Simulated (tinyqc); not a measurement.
Inside a calculation. Model: octagonal on-chip spiral inductor, lumped pi model.

Computed by the program tinyqc: `OMP_NUM_THREADS=1 python tinyqc.py 2302244 2302245 out.jsonl`, one thread of a shared Intel Xeon 2.30GHz, about 0.01 s for the whole run. Printed values are rounded.

Outer diameter do = di + 2 n wd + 2 (n - 1) sp, mean da = (do + di)/2, fill p = (do - di)/(do + di), length l = 3.314 n da. L = 2.25 mu0 n^2 da/(1 + 3.55 p), mu0 = 4 pi 1e-7 H/m. Rs = rho l/(wd delta (1 - exp(-th/delta))), delta = sqrt(rho/(pi f mu0)). Cs = n wd^2 eps0 eo/hu across the coil. At each end Cox = l wd eps0 eo/(2 ho) leads to the substrate branch Rsi = 2 rs he/(l wd) in parallel with Csi = l wd eps0 11.7/(2 he). With one end grounded Y = 1/(Rs + i w L) + i w Cs + 1/[1/(i w Cox) + 1/(1/Rsi + i w Csi)], w = 2 pi f; Q = -Im Y/Re Y. Eddy currents in neighbouring turns and in the substrate are left out.

Values chosen for this exercise; values of the order met in silicon radio-frequency processes: number of turns n = 3.5; line width wd = 4 um; space between turns sp = 1.5 um; inner diameter di = 140 um; metal thickness th = 4 um; metal resistivity rho = 3 uohm cm; oxide below the coil ho = 5.5 um; oxide between coil and underpass hu = 0.9 um; relative permittivity of the oxide eo = 3.9; substrate resistivity rs = 100 ohm cm; effective spreading depth in the substrate he = 30 um; frequency f = 5.6 GHz.

Constants: eps0 = 8.8541878128e-12 F/m. Results are converted to the units shown.

## Geometry and model elements

do, l, L, delta, Rs, Cs, Cox, Rsi and Csi as defined.

do = 175.5 um
l = 1829.742 um
L = 3.904289 nH
delta = 1.164895 um
Rs = 12.17328 ohm
Cs = 2.148616 fF
Cox = 22.97580 fF
Rsi = 8197.876 ohm
Csi = 12.63669 fF

Rs is 3.55 times the direct-current value in this empirical form, which overstates the skin effect of a flat slab when delta is near th and so stands in for some current crowding.

## Admittance, quality factor and apparent inductance

Series branch 1/(Rs + i w L), substrate branch, total Y, Q = -Im Y/Re Y, apparent inductance Im(1/Y)/w, metal-only value w L/Rs, share of the loss in the substrate Re(substrate branch)/Re Y.

series branch = 0.640017-7.222596i mS
substrate branch = 0.0502966+0.2917559i mS
Y = 0.690313-6.855239i mS
Q = 9.930620
apparent inductance = 4.104194 nH
w L/Rs = 11.28501
share of the loss in the substrate = 7.286059 %

Q is 88.0 % of the metal-only value.
